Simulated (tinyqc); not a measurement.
Coherent potential approximation for a binary alloy with a semi-elliptic band: one step. Densities on A and B, and the lifetime.

Site levels eA = -x d (share 1 - x) and eB = (1 - x) d (share x), so that their mean, the virtual crystal, is 0. Pure band: G0(z) = 2 (z - sqrt(z - W) sqrt(z + W))/W^2 with principal roots, density -Im G/pi per site. The medium has a self-energy S(z), G = G0(z - S), z = E + i eta. t_i = (e_i - S)/(1 - (e_i - S) G); the CPA demands <t> = (1 - x) tA + x tB = 0. Iteration: start at S = 0, set S(new) = S + <t>/(1 + <t> G), stop when |<t>| < 1e-9 eV.

Constants: hbar = 6.58211957e-16 eV s.

Values chosen for the exercise: x = 0.31 (fraction of B); d = 6.53 eV (eB - eA).

eA, eB (eV): -2.024300  4.505700

S = -2.5241926-0.8523557i eV
G = 0.2554421-0.2823443i 1/eV

Question. G_i = G/(1 - (e_i - S) G); densities -Im G_i/pi; their weighted sum must be -Im G/pi. Lifetime hbar/(2 |Im S|), which has a meaning only while |Im S| is small against W. Weak-scattering value of S: x (1 - x) d^2 G.

Give: densities; lifetime; weak-scattering S.

Answer.

densities (1/eV): on A 0.1248, on B 0.0120, weighted sum 0.0899, medium 0.0899

lifetime = 0.386 fs
weak-scattering S = 2.3299-2.5752i eV

An A site carries the larger density here, by a factor 10.37; the weak-scattering value is 193 % from S.

tinyqc: `OMP_NUM_THREADS=1 python tinyqc.py 1482584 1482585 out.jsonl`; about 0.01 s, one thread, shared Intel(R) Xeon(R) Processor @ 2.30GHz.
